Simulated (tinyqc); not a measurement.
Thickness and doping from the maximum and minimum capacitance.

Inverse problem. A MOS capacitor has Cmax = Cox = eps0 eox/tox and 1/Cmin = 1/Cox + Wm/(eps0 eps_r), with Wm = sqrt(4 eps0 eps_r Vt ln(N/ni)/(q N)) and N well above ni. Find tox, Wm and N.

Inputs (values chosen for the exercise); band and dielectric values close to those of In0.53Ga0.47As: temperature T = 300 K; relative permittivity eps_r = 13.7; relative permittivity of the gate insulator (close to aluminium oxide) eox = 8.88.

Constants: q = 1.602176634e-19 C, kB = 1.380649e-23 J/K, Vt = kB T/q, eps0 = 8.8541878128e-14 F/cm where lengths are in cm. Results are converted to the units shown.

Cmax = 0.71477443 uF/cm^2
Cmin = 0.061066632 uF/cm^2
ni = 6.6228027e11 cm^-3

Answer. Cmax gives tox and the series difference Wm. N follows by iterating N = 4 eps0 eps_r Vt ln(N/ni)/(q Wm^2); ln(N/ni)/N falls steadily for N > e ni, so there is one root in that range.

tox = 11.00 nm
Wm = 181.7 nm
N = 2.500e16 cm^-3

tinyqc, about 0.01 s, one thread, Intel Xeon 2.30GHz (shared host): `OMP_NUM_THREADS=1 python tinyqc.py 2060008 2060009 out.jsonl`
